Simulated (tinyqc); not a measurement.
Worked calculation: tight binding, dimerised chain. One step of it, computed by the program tinyqc.

Question. Bloch Hamiltonian at k. H_AA = +delta, H_BB = -delta, H_AB = -t1 - t2 exp(-i k a).

Parameters chosen for this model:

| parameter | value | unit |
|---|---|---|
| t1 | 1.730000 | eV, inside the cell |
| t2 | 1.000000 | eV, between cells |
| delta | 0 | eV, +/- on the two sites |

k point k (2 pi / a): 0.190000

Give: H(k) at k.

Answer.

H(k) at k (eV):
```
                 A                B
A           0.0000  -2.0981+0.9298i
B  -2.0981-0.9298i           0.0000
```
